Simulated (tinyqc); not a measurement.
## Ionisation ratio from the excess noise

Question. In the local model of an avalanche photodiode F = k M + (1 - k)(2 - 1/M), k the ratio of the ionisation coefficient of the other carrier to that of the injected one. Find k and F at twice the gain.

M = 36
excess noise factor F = 8.0972222

Solution. F is linear in k: k = (F - 2 + 1/M)/(M - 2 + 1/M).

k = 0.1800
F at 2 M = 14.59

Program tinyqc, `OMP_NUM_THREADS=1 python tinyqc.py 2120145 2120146 out.jsonl`; Intel Xeon 2.30GHz, shared host, one thread, about 0.1 s.
